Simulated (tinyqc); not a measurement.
How errors in the targets pass to the parameters: fitting sp3s* parameters to three gaps by Newton steps.

J:
```
            Vss    Vsapc     Vpaxc
Gamma  -0.92754  0.00000   0.00000
X       0.00000  0.46781   0.00000
L      -0.24082  0.34048  -0.09415
```

The gaps at Gamma, X and L of an sp3s* model are fitted with Vss, Vsapc and Vpaxc; J holds the derivatives of the gaps by these parameters at the start. The change of each parameter for +10 meV on one target is 10 J^-1, in meV.

Shifts (meV):

| target raised | Vss | Vsapc | Vpaxc |
|---|---|---|---|
| Gamma | -10.8 | 0.0 | 27.6 |
| X | 0.0 | 21.4 | 77.3 |
| L | 0.0 | 0.0 | -106.2 |

root sum of squares (meV): Vss 10.8, Vsapc 21.4, Vpaxc 134.2

What can be read from this table?

Independent errors of 10 meV leave Vpaxc least certain (134 meV) and Vss best fixed (10.8 meV). The largest single entry, 106 meV, comes from the target at L.

tinyqc: `OMP_NUM_THREADS=1 python tinyqc.py 1480424 1480425 out.jsonl`; about 0.1 s, one thread, shared Intel(R) Xeon(R) Processor @ 2.30GHz.
